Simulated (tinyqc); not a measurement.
Charge state against the Fermi level: deep level with several charge states.

Energies from Ev. The defect has charge states +1, 0, -1 with weights 1, gm exp((EF - E1)/kT), exp((2 EF - E1 - E2)/kT); the shares are the weights over their sum. Boltzmann carriers: n = Nc exp((EF - Eg)/kT), p = Nv exp(-EF/kT). Neutrality: p - n + Nd + Nt <q> = 0.

Constants: kB = 8.617333262e-05 eV/K.

Values chosen for the exercise (gap and densities of states near those of Si at this temperature; the results hold for these values, not for the real material): E1 = 0.647 eV (level (+1/0) above Ev); E2 = 0.45 eV (level (0/-1) above Ev); gm = 2 (degeneracy of the middle state, the others 1); T = 450 K.

Shares:

| EF (eV) | +1 | 0 | -1 | <q> |
|---|---|---|---|---|
| 0.066 | 1.000 | 0.000 | 0.000 | 1.000 |
| 0.153 | 1.000 | 0.000 | 0.000 | 1.000 |
| 0.241 | 1.000 | 0.000 | 0.000 | 1.000 |
| 0.328 | 0.999 | 0.001 | 0.000 | 0.999 |
| 0.416 | 0.994 | 0.005 | 0.001 | 0.993 |
| 0.503 | 0.874 | 0.043 | 0.084 | 0.790 |
| 0.591 | 0.096 | 0.045 | 0.859 | -0.763 |
| 0.678 | 0.001 | 0.006 | 0.993 | -0.992 |
| 0.766 | 0.000 | 0.001 | 0.999 | -0.999 |
| 0.853 | 0.000 | 0.000 | 1.000 | -1.000 |
| 0.941 | 0.000 | 0.000 | 1.000 | -1.000 |
| 1.028 | 0.000 | 0.000 | 1.000 | -1.000 |

E2 lies below E1 (negative U = -0.197 eV), so the charge goes from +1 to -1 near (E1 + E2)/2 = 0.548 eV, two electrons at once; the middle state never exceeds a share of 0.0731.

(tinyqc, `OMP_NUM_THREADS=1 python tinyqc.py 1680510 1680511 out.jsonl`, Intel(R) Xeon(R) Processor @ 2.30GHz, 1 thread, shared host, about 0.01 s.)
